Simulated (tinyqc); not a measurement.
Substrate current against gate voltage: lateral field, substrate current, probability of reaching the oxide barrier and hot-carrier lifetime of a silicon transistor (pseudo-two-dimensional and lucky-electron models). Computed by tinyqc, a small Python program. Command: `OMP_NUM_THREADS=1 python tinyqc.py 3025713 3025714 out.jsonl hotcar walk`. One thread of a shared host (Intel(R) Xeon(R) Processor @ 2.30GHz), about 0.01 s of CPU time with the checks.

Local-field models: a lucky carrier gains its energy at the peak field over a path free of collisions. Voltages are magnitudes.

Inputs (values chosen for the exercise, modelled on a silicon n-channel):
```
quantity,value,unit
channel length L,1400,nm
oxide thickness t,34,nm
junction depth x_j,220,nm
mobility mu,310,cm^2/(V s)
saturation velocity v_s,0.86,1e7 cm/s
threshold voltage V_T,0.57,V
drain voltage V_D,7.3,V
ionisation prefactor A_i,1.8e+06,1/cm
ionisation field B_i,1.77,MV/cm
hot-carrier mean free path lambda,8.1,nm
oxide barrier phi_b,3.1,eV
interface-trap threshold phi_it,3.6,eV
lifetime constant H,10,s microampere/micrometre
```

Drain: abrupt.

Constants: eps_0 = 8.8541878128e-12 F/m.

Method:
- C_ox = 3.9 eps_0/t; F_sat = 2 v_s/mu; V_Dsat = V_ov F_sat L/(V_ov + F_sat L), V_ov = V_G - V_T; I_D/W = C_ox v_s (V_ov - V_Dsat).
- Scale length l = 0.22 t^(1/3) x_j^(1/2) (all in cm); F_m = sqrt(((V_D - V_Dsat)/l_e)^2 + F_sat^2), with l_e = l; length of the velocity-saturated region l_e ln((V_D - V_Dsat)/(l_e F_sat) + F_m/F_sat).
- Substrate current I_sub/I_D = (A_i/B_i)(V_D - V_Dsat) exp(-B_i/F_m); probability of reaching the oxide barrier exp(-phi_b/(e lambda F_m)); lifetime tau = (H/(I_D/W)) exp(phi_it/(e lambda F_m)).

At the given drain voltage:
```
V_G (V),V_Dsat (V),I_D/W (microampere/micrometre),F_m (kV/cm),I_sub/W (microampere/micrometre),tau (s)
0.94,0.3532,1.47,451.13,0.2052,1.2925e+05
1.30,0.6673,5.48,431.05,0.6085,5.4871e+04
1.90,1.1356,16.98,401.14,1.2909,3.8177e+04
2.70,1.6716,40.04,366.95,1.8421,4.5457e+04
3.60,2.1797,74.27,334.62,1.9505,7.8984e+04
4.70,2.6964,125.22,301.84,1.6646,1.9824e+05
5.80,3.1256,183.81,274.69,1.2413,5.7857e+05
6.90,3.4878,248.25,251.88,0.8540,1.8553e+06
8.00,3.7976,317.27,232.44,0.5572,6.3465e+06
```

What follows from these numbers?

I_sub peaks at V_G = 3.6 V, 0.49 V_D: a higher gate voltage brings more carriers but raises V_Dsat and so lowers F_m. The shortest lifetime among the rows lies at V_G = 1.9 V, below that of the largest I_sub, since tau depends more steeply on the field.

Extremes, crossings and ranges named in words are read from the listed rows.
